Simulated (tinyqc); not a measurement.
Deep-level transient spectroscopy (DLTS) of one majority-carrier trap: one step, computed by the program tinyqc.

A filling pulse loads the traps in a one-sided junction; under reverse bias they empty at the rate e, and the capacitance relaxes as C(t) = C_0 - dC exp(-e t). The signal is S = [C(t_2) - C(t_1)]/dC.

Task: Peaks for six windows. e = g sigma v N_b exp(-E/k_B T), v = sqrt(3 k_B T/m), N_b = 2 M (2 pi m k_B T/h^2)^(3/2), sigma = sigma_0, E = E_t. S(e) = exp(-e t_1) - exp(-e t_2) peaks at the rate window e_0 = ln(t_2/t_1)/(t_2 - t_1). t_1 is scaled by 0.1, 0.3, 1, 3, 10 and 30 at fixed t_2/t_1; each T_p by bisection.

Inputs (values chosen for the exercise, with mass and screening modelled on ZnSe): density-of-states mass m = 0.15 m_0; valleys M = 1; trap depth E_t = 0.735 eV; cross-section sigma_0 = 1.8e-15 cm^2; degeneracy ratio g = 2; gate time t_1 = 0.0004 s; ratio t_2/t_1 = 2.5.

Carriers: electrons. Extra term: none.

Constants: k_B = 8.617333262e-05 eV/K; k_B = 1.380649e-23 J/K; m_0 = 9.1093837015e-31 kg; h = 6.62607015e-34 J s.

Give: Arrhenius data.

Result:

Arrhenius data:
```
t_1 (s)  e_0 (1/s)  T_p (K)  1/(k_B T_p) (1/eV)  ln(e_0/T_p^2)
0.00004      15272   496.95              23.351        -2.7832
0.00012       5091   469.93              24.694        -3.7701
0.00040       1527   443.37              26.174        -4.8576
0.00120        509   421.51              27.531        -5.8551
0.00400        153   399.81              29.025        -6.9534
0.01200         51   381.80              30.394        -7.9598
```
